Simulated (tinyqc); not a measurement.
Quantum point contact as a saddle point: one step of the calculation.

Potential V0 - m wx^2 x^2/2 + m wy^2 y^2/2; energies are counted from V0. Mode n = 0, 1, ... transmits T_n(E) = 1/(1 + exp(-2 pi (E - E_n)/wx)), E_n = wy (n + 1/2); each mode carries 2 q^2/h.

Question. Thermal average on a coarse grid. g(T) = int g(E) (-df/dE) dE = int g(mu + x kB T) dx/(4 cosh^2(x/2)), g(E) the zero-temperature value at E, g = G/(2 q^2/h). Simpson's rule on nE equally spaced x from -xm to xm.

Parameters, values chosen for the exercise: temperature T = 1.5 K; transverse quantum hbar wy wy = 2.9 meV; curvature of the barrier hbar wx wx = 2.6 meV; Fermi level above the saddle point mu = 8.96 meV; points of the energy grid nE = 15; half-range of the grid in kB T xm = 7.

Constants: q = 1.602176634e-19 C, kB = 1.380649e-23 J/K, Vt = kB T/q. Results are converted to the units shown.

Give: x; E; g(E); weight; integral of the weight; g(T); g(T) divided by the integral of the weight.

Answer.

```
point       x  E (meV)   g(E)  weight
0      -7.000    8.055  2.881  0.0009
1      -6.000    8.184  2.914  0.0025
2      -5.000    8.314  2.941  0.0066
3      -4.000    8.443  2.963  0.0177
4      -3.000    8.572  2.982  0.0452
5      -2.000    8.701  3.000  0.1050
6      -1.000    8.831  3.018  0.1966
7       0.000    8.960  3.038  0.2500
8       1.000    9.089  3.060  0.1966
9       2.000    9.219  3.087  0.1050
10      3.000    9.348  3.120  0.0452
11      4.000    9.477  3.160  0.0177
12      5.000    9.606  3.209  0.0066
13      6.000    9.736  3.267  0.0025
14      7.000    9.865  3.333  0.0009
```

integral of the weight = 0.9988
g(T) = 3.039
g(T) divided by the integral of the weight = 3.042

Numbers from tinyqc (`OMP_NUM_THREADS=1 python tinyqc.py 2740132 2740133 out.jsonl`; about 0.04 s on one thread of a shared Intel Xeon 2.30GHz).
